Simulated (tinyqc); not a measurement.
# Internal photoemission over an interface barrier, step by step

Program tinyqc, `OMP_NUM_THREADS=1 python tinyqc.py 2410083 2410084 out.jsonl`; Intel Xeon 2.30GHz, shared host, one thread, about 0.01 s. Printed values are rounded.

Electrons are excited from a metal over the barrier Phi(F) = P0 - sqrt(q F/(4 pi eps0 ei)), whose top lies at xm = sqrt(q/(16 pi eps0 ei F)). The yield is Y = A (hv - Phi)^p exp(-xm/l), with A = 1 here.

Parameters, values chosen for the exercise; dielectric values close to those of hafnium oxide:
```
symbol,value,unit,meaning
P0,1.53,eV,barrier at zero field
ei,3.95,,image-force permittivity
l,1.7,nm,scattering length in the image well
F,0.7,MV/cm,field in the dielectric
```

Constants: q = 1.602176634e-19 C, h = 6.62607015e-34 J s, c = 299792458 m/s, eps0 = 8.8541878128e-14 F/cm where lengths are in cm. Results are converted to the units shown.

## Barrier in the field

Lowering P0 - Phi, barrier, position of its top, scattering factor and threshold wavelength.

lowering = 159.745 meV
Phi = 1.37026 eV
xm = 1.14103 nm
exp(-xm/l) = 0.511097
threshold wavelength h c/(q Phi) = 904.826 nm

## Threshold from a spectrum

```
point  hv (eV)        Y
0         1.52  0.01188
1         1.65  0.03925
2         1.78  0.08377
3         1.91    0.151
4         2.04    0.229
5         2.17   0.3243
```

The yields were made at this field with a scatter of 2 %. Fit Y^(1/n) on hv by least squares for n = 2 and n = 3; the zero of the line is the threshold.

```
point   Y^(1/2)   Y^(1/3)
0      0.108995  0.228177
1      0.198116  0.339844
2      0.289430  0.437552
3      0.388587  0.532507
4      0.478539  0.611803
5      0.569473  0.687040
```

threshold for n = 2 = 1.36955 eV
threshold for n = 3 = 1.17379 eV

The right exponent, 2, gives 1.370 eV against Phi = 1.370 eV; the wrong one is off by -196 meV.
